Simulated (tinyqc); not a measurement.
Grain growth, pinning, strength and diffusional creep of a polycrystal or thin film: one step, computed by the program tinyqc. Command: `OMP_NUM_THREADS=1 python tinyqc.py 3010335 3010336 out.jsonl grain walk`. One thread of a shared host (Intel(R) Xeon(R) Processor @ 2.30GHz), about 0.01 s of CPU time with the checks.

One mean grain size d describes the structure.

Problem. Grain size after the anneal. dd/dt = 2 M gamma (1/d - 1/d_lim) integrates to 2 M gamma t = d_lim (d0 - d) + d_lim^2 ln[(d_lim - d0)/(d_lim - d)]; without pinning d^2 = d0^2 + 4 M gamma t.

Inputs (values chosen for the exercise, modelled on polycrystalline silicon): boundary energy gamma = 0.62 J/m^2; anneal temperature T = 1379 K; anneal time t = 3800 s; initial grain size d0 = 40 nm.

mobility M = 4.587874e-17 m^4/(J s)

limit d_lim = 622.2888 nm

Give: size without pinning; grain size d.

Solution.

size without pinning = 658.8 nm

grain size d = 449.8 nm

Pinning holds d to 68 % of the free value.
